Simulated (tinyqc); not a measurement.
Coherent potential approximation for a binary alloy with a semi-elliptic band: sweeps and comparisons. A value that a table varies takes the place of the one given here.

Site levels eA = -x d (share 1 - x) and eB = (1 - x) d (share x), so that their mean, the virtual crystal, is 0. Pure band: G0(z) = 2 (z - sqrt(z - W) sqrt(z + W))/W^2 with principal roots, density -Im G/pi per site. The medium has a self-energy S(z), G = G0(z - S), z = E + i eta. t_i = (e_i - S)/(1 - (e_i - S) G); the CPA demands <t> = (1 - x) tA + x tB = 0. Iteration: start at S = 0, set S(new) = S + <t>/(1 + <t> G), stop when |<t>| < 1e-9 eV.

Inputs chosen for the exercise: W = 1.9 eV (half width of the pure band); x = 0.43 (fraction of B); d = 0.51 eV (eB - eA); eta = 0.038 eV (broadening); E1 = -2.1 eV (first energy); dE = 0.31 eV (step); E = -0.34 eV (energy).

## Virtual crystal, CPA and unmixed bands

Fifteen energies E1 + j dE. Virtual crystal: G0(z). Unmixed: (1 - x) G0(z - eA) + x G0(z - eB), the limit of large separate grains.

Densities (1/eV) and self-energy (eV):

| E (eV) | virtual crystal | CPA | unmixed | Re S | Im S |
|---|---|---|---|---|---|
| -2.10 | 0.0090 | 0.0111 | 0.0325 | -0.0413 | -0.0019 |
| -1.79 | 0.1074 | 0.1277 | 0.1080 | -0.0527 | -0.0200 |
| -1.48 | 0.2037 | 0.2083 | 0.1891 | -0.0480 | -0.0344 |
| -1.17 | 0.2574 | 0.2556 | 0.2510 | -0.0417 | -0.0449 |
| -0.86 | 0.2922 | 0.2862 | 0.2879 | -0.0340 | -0.0534 |
| -0.55 | 0.3141 | 0.3052 | 0.3107 | -0.0249 | -0.0603 |
| -0.24 | 0.3257 | 0.3150 | 0.3227 | -0.0144 | -0.0653 |
| 0.07 | 0.3282 | 0.3166 | 0.3252 | -0.0026 | -0.0680 |
| 0.38 | 0.3217 | 0.3105 | 0.3185 | 0.0099 | -0.0680 |
| 0.69 | 0.3056 | 0.2962 | 0.3019 | 0.0225 | -0.0648 |
| 1.00 | 0.2783 | 0.2722 | 0.2736 | 0.0343 | -0.0586 |
| 1.31 | 0.2362 | 0.2355 | 0.2285 | 0.0450 | -0.0492 |
| 1.62 | 0.1688 | 0.1781 | 0.1464 | 0.0541 | -0.0359 |
| 1.93 | 0.0268 | 0.0627 | 0.0745 | 0.0588 | -0.0122 |
| 2.24 | 0.0059 | 0.0068 | 0.0115 | 0.0392 | -0.0014 |

What can be read from the table?

d/W = 0.27. CPA and virtual crystal differ by at most 0.036 1/eV, at 1.93 eV, against a peak of 0.335 for the pure band. |Im S| is largest at 0.07 eV (Im S = -0.068 eV); where the density is near zero this is no damping of states. On these rows the CPA density keeps one maximum: the bands are amalgamated.

## Bowing of the band edge from disorder

For eta = 0 the CPA reads G = (1 - x)/(y - eA) + x/(y - eB) with y = E - W^2 G/4; the lower edge is the maximum of E(y) = y + W^2 G(y)/4 for y < eA. The virtual crystal puts it at -W. Second order: -W - 2 x (1 - x) d^2/W, from S = x (1 - x) d^2 G0(-W), G0(-W) = -2/W.

Lower edge (eV):

| x | edge | edge + W | second order | (edge + W)/(x (1 - x)) |
|---|---|---|---|---|
| 0.05 | -1.9087 | -0.0087 | -0.0130 | -0.1833 |
| 0.10 | -1.9170 | -0.0170 | -0.0246 | -0.1888 |
| 0.25 | -1.9390 | -0.0390 | -0.0513 | -0.2079 |
| 0.40 | -1.9558 | -0.0558 | -0.0657 | -0.2324 |
| 0.50 | -1.9633 | -0.0633 | -0.0684 | -0.2532 |
| 0.60 | -1.9670 | -0.0670 | -0.0657 | -0.2793 |
| 0.75 | -1.9628 | -0.0628 | -0.0513 | -0.3352 |
| 0.90 | -1.9393 | -0.0393 | -0.0246 | -0.4363 |
| 0.95 | -1.9235 | -0.0235 | -0.0130 | -0.4956 |

second-order coefficient = -0.2738 eV

What can be read from the table?

Disorder pushes the edge below the virtual crystal, most at x = 0.6 (-67 meV). The coefficient runs from -0.183 at x = 0.05 to -0.496 eV at 0.95, against -0.274 in second order: it depends strongly on x and is largest in size where the low-lying A atoms are dilute and act as attractive impurities.

## When the band splits

x as given, d varied, eta as given. The density is taken at E = (eA + eB)/2 and at E = eA + eB = (1 - 2x) d, where S has its pole for well split bands; a gap shows as a density of the size of the broadening tail.

Between the two levels:

| d/W | d (eV) | density at the midpoint (1/eV) | density at (1 - 2x) d (1/eV) | Im S at the midpoint (eV) |
|---|---|---|---|---|
| 0.2 | 0.38 | 0.3220 | 0.3219 | -0.037 |
| 0.4 | 0.76 | 0.3023 | 0.3017 | -0.157 |
| 0.6 | 1.14 | 0.2672 | 0.2649 | -0.389 |
| 0.8 | 1.52 | 0.2149 | 0.2047 | -0.787 |
| 1.0 | 1.90 | 0.1513 | 0.1035 | -1.234 |
| 1.2 | 2.28 | 0.0759 | 0.0307 | -1.172 |
| 1.5 | 2.85 | 0.0121 | 0.0111 | -1.061 |
| 2.0 | 3.80 | 0.0046 | 0.0046 | -1.405 |

How do the results move?

The midpoint density falls from 0.322 to 0.0046 1/eV; it first drops below a tenth of the pure peak (0.034) at d/W = 1.5. At (1 - 2x) d the density drops below that mark at d/W = 1.2, so the bands have parted by then (this mark lags the true splitting), and is least, 0.0046, at d/W = 2. For x = 1/2 the two coincide and the band splits at d = W exactly; here x = 0.43. The size of Im Sigma at the midpoint is largest at d/W = 2. It is a lifetime only where the density there is finite; for well separated bands, d/W above 1/(2 sqrt(x (1 - x))), S has a pole in the gap at (1 - 2x) d.

## What each parameter does

Converged values at E. Each row changes one parameter from the base and keeps the others.

Results:

| case | Re S (eV) | Im S (eV) | density (1/eV) |
|---|---|---|---|
| base | -0.0179 | -0.0639 | 0.3127 |
| W = 2.09 eV | -0.0147 | -0.0586 | 0.2871 |
| x = 0.48 | -0.0150 | -0.0670 | 0.3121 |
| d = 0.561 eV | -0.0227 | -0.0773 | 0.3107 |
| eta = 0.076 eV | -0.0173 | -0.0626 | 0.3067 |
| E = -0.15 eV | -0.0111 | -0.0664 | 0.3163 |

What can be read from the table?

The largest shifts from the base row, up to three for each result and ties (the steps differ in size, so this ranks the rows, not the parameters). Re S (eV): E +0.0069, d -0.0048, W +0.0032. Im S (eV): d -0.0134, W +0.0053, x -0.0030. density (1/eV): W -0.0256, eta -0.0061, E +0.0035.

Run: tinyqc, `OMP_NUM_THREADS=1 python tinyqc.py 1451012 1451013 out.jsonl`; Intel(R) Xeon(R) Processor @ 2.30GHz, one thread, shared host; about 0.01 s of CPU time with all checks.
